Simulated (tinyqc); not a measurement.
## Pinning factor and neutrality level from two metals

Question. On an oxide a metal of vacuum work function pM shows the effective value Phi + S (pM - Phi), with S = 1/(1 + 0.1 (eps_inf - 1)^2). Find S, Phi and eps_inf.

effective work functions for metals of 4.08 and 5.03 eV (eV): [4.2516216, 5.0732432]

Answer. The slope is S, and the point where both work functions agree is Phi.

S = 0.865
Phi = 5.35 eV
eps_inf = 2.25

Computed by the program tinyqc: `OMP_NUM_THREADS=1 python tinyqc.py 2410081 2410082 out.jsonl`, one thread of a shared Intel Xeon 2.30GHz, about 0.01 s for the whole run.
